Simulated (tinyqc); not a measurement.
# Long-channel MOSFET, surface-potential model: potential, charge and velocity along the channel

n-channel transistor on a uniformly doped p-type body, gradual-channel approximation, constant mobility, Boltzmann statistics, full ionisation. Potentials are counted from the neutral body; V is the electron quasi-Fermi potential, Vsb at the source and Vsb + Vds at the drain. Charges are magnitudes per area.

ni = sqrt(Nc Nv) exp(-Eg/(2 Vt)), Eg in volts; phiF = Vt ln(Na/ni); Cox = eps0 eox/tox; gamma = sqrt(2 q eps0 eps_r Na)/Cox. The surface potential psi at channel potential V solves Vgs + Vsb - Vfb - psi = gamma sqrt(G), G = psi - Vt + Vt exp((psi - 2 phiF - V)/Vt). Charge sheet: Qi = Cox gamma [sqrt(G) - sqrt(psi - Vt)]; I = mu (W/L) [integral of Qi dpsi from psi_0 to psi_L (drift) + Vt (Qi0 - QiL) (diffusion)], with psi_0 at V = Vsb and psi_L at V = Vsb + Vds. The current is the same at every point, so the place y where the channel potential is Vsb + v follows from y/L = I(Vds = v)/I(Vds); the mean carrier velocity is I/(W Qi).

Inputs (values chosen for the exercise); material values close to those of gallium nitride:

| symbol | value | unit | meaning |
|---|---|---|---|
| T | 300 | K | temperature |
| Eg | 3.43 | eV | band gap |
| eps_r | 9.43 |  | relative permittivity of the semiconductor |
| Nc | 2.33e18 | cm^-3 | conduction-band density of states at T |
| Nv | 4.65e19 | cm^-3 | valence-band density of states at T |
| Na | 1.1e18 | cm^-3 | acceptor density of the body |
| eox | 3.94 |  | relative permittivity of the gate insulator |
| tox | 7.2 | nm | insulator thickness |
| Vfb | -1.53 | V | flat-band voltage |
| mu | 260 | cm^2/(V s) | channel mobility |
| W | 2 | um | gate width |
| L | 10 | um | gate length |
| Vsb | 0.5 | V | source-body reverse bias |
| Vgs | 4.99 | V | gate-source voltage |
| Vds | 1.2 | V | drain-source voltage |

Constants: q = 1.602176634e-19 C, kB = 1.380649e-23 J/K, Vt = kB T/q, eps0 = 8.8541878128e-14 F/cm where lengths are in cm. Results are converted to the units shown.

Along the channel:
```
v (V)	psi (V)	Qi (nC/cm^2)	y/L	velocity (cm/s)
0.099	4.036	359.2	0.2519	1.102e5
0.198	4.131	300.9	0.4658	1.315e5
0.297	4.224	243.3	0.6422	1.626e5
0.396	4.316	186.8	0.7816	2.118e5
0.495	4.405	131.7	0.8847	3.005e5
0.594	4.491	79.20	0.9529	4.996e5
0.693	4.567	32.74	0.9887	1.208e6
0.792	4.613	4.323	0.9992	9.153e6
```

What do the numbers show?

Half of the listed voltage range, v = 0.396 V, is reached at y/L = 0.782. The charge falls from 359 to 4.32 nC/cm^2 over the rows, so the velocity rises by a factor of 83.1 to keep the current constant.

Computed by the program tinyqc: `OMP_NUM_THREADS=1 python tinyqc.py 2360079 2360080 out.jsonl`, one thread of a shared Intel Xeon 2.30GHz, about 0.03 s for the whole run.
